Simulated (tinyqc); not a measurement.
Hydrogen passivation and dissociation of interface defects with a spread of activation energies: one step, computed by the program tinyqc.

Active defects P react as P + H2 -> HP + H and HP -> P + H; released atomic hydrogen is removed. All defects start active. Activation energies are normally distributed, independently for the two reactions.

Question. Sites at the mean energies. a = k_f0 [H2] exp(-E_f/k_B T), b = k_d0 exp(-E_d/k_B T); the active share of one kind of site is b/(a + b) + (a/(a + b)) exp(-(a + b) t).

Inputs (values chosen for the exercise, for a model interface):

| quantity | value | unit |
|---|---|---|
| mean passivation energy E_f | 1.61 | eV |
| prefactor k_f0 | 4.3e-09 | cm^3/s |
| mean dissociation energy E_d | 2.82 | eV |
| prefactor k_d0 | 3.3e+13 | 1/s |
| dissolved hydrogen [H2] | 9.2e+16 | cm^-3 |
| anneal temperature T | 930 | K |
| anneal time t | 1300 | s |

Ambient: hydrogen.

Constants: k_B = 8.617333262e-05 eV/K.

Give: passivation rate a; dissociation rate b; active share, single energy; steady active share, single energy.

Answer.

passivation rate a = 0.7456 1/s

dissociation rate b = 0.01724 1/s

active share, single energy = 0.02260

steady active share, single energy = 0.02260
